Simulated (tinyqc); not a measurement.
From one set of inputs to another, one input at a time: hopping conduction between localised states. Computed by tinyqc, a small Python program. Command: `OMP_NUM_THREADS=1 python tinyqc.py 3012204 3012205 out.jsonl hop ladder`. One thread of a shared host (Intel(R) Xeon(R) Processor @ 2.30GHz), about 0.01 s of CPU time with the checks.

Energies are counted from the Fermi level. A small network shows the mechanism; the laws of an infinite system follow.

The inputs printed are set A. Inputs not listed in the table keep their values of set A, so the rows need not describe a real material.

Inputs (values chosen for the exercise, for a model impurity band):
```
quantity                                    value          unit
localisation length xi                        1.6            nm
density of states g_0                     1.3e+18   1/(eV cm^3)
permittivity eps                               13             -
activation energy E_a to extended states     0.36            eV
prefactor of activated conduction             130          S/cm
prefactor of hopping                          4.4          S/cm
conductance scale G_0                           1  microsiemens
temperature T                                 110             K
```

Dimension: 3D.

sites of the small network (nm, nm, meV):
```
       x     y  energy
1      0  1.31  -10.52
2   1.79  3.07   48.55
3   4.27  0.17   10.07
4   5.49  0.39  -55.34
5   8.66   2.6  -37.82
6  10.18  1.55   38.94
7  12.53  1.73  -58.59
8     14  3.67    1.47
```

Constants: k_B = 8.617333262e-05 eV/K; e^2/(4 pi eps_0) = 14.39964548 eV angstrom.

Method:
- Miller-Abrahams exponent s_ij = 2 r_ij/xi + (|E_i| + |E_j| + |E_i - E_j|)/(2 k_B T); G_ij = G_0 exp(-s_ij). The diagonal is set to 0 and not used.
- Site 1 is held at potential 1 and site 8 at 0; Kirchhoff's law sum_j G_ij (u_i - u_j) = 0 fixes the others; G = sum_j G_1j (1 - u_j). G_ij = G_0 exp(-s_ij).
- Mott: T_M = 21.2/(k_B g_0 xi^3), exponent (T_M/T)^(1/4), mean hop r = (3/8) xi times the exponent. Efros-Shklovskii: T_ES = 2.8 e^2/(4 pi eps eps_0 k_B xi), exponent (T_ES/T)^(1/2). Coulomb gap width g_0^(1/2) (e^2/(4 pi eps eps_0))^(3/2). The numerical coefficients come from percolation theory and are given.
- sigma = s_1 exp(-E_a/k_B T) + s_2 exp(-larger of the two exponents); reduced activation energy w = d ln(sigma)/d ln(T) by a central difference of +/- 1 %.

Each row keeps all changes above it:
```
input moved                                       from       to  conductivity (S/cm)  conductance G (microsiemens)  hopping part (S/cm)
set A                                                -        -           3.8674e-11                    2.5998e-05           3.8670e-11
permittivity eps                                    13       10           3.8674e-11                    2.5998e-05           3.8670e-11
density of states g_0 (1/(eV cm^3))            1.3e+18  4.8e+20           1.3221e-02                    2.5998e-05           1.3221e-02
prefactor of hopping (S/cm)                        4.4    0.058           1.7428e-04                    2.5998e-05           1.7428e-04
temperature T (K)                                  110       65           7.0869e-05                    1.2829e-06           7.0869e-05
localisation length xi (nm)                        1.6      1.4           3.8344e-05                    4.1447e-07           3.8344e-05
activation energy E_a to extended states (eV)     0.36     0.13           3.8355e-05                    4.1447e-07           3.8344e-05
```

Conductivity goes from 3.87e-11 to 3.84e-5, a factor 992000 in all. The largest single move comes from density of states g_0 (a factor 3.42e8), and prefactor of hopping works against it (a factor 0.0132). Conductance G goes from 2.60e-5 to 4.14e-7, a factor 0.0159 in all. The largest single move comes from temperature T (a factor 0.0493). Hopping part goes from 3.87e-11 to 3.83e-5, a factor 992000 in all. The largest single move comes from density of states g_0 (a factor 3.42e8), and prefactor of hopping works against it (a factor 0.0132). The single moves hold for this order of the switches; the total does not depend on the order.

Extremes, crossings and ranges named in words are read from the listed rows.
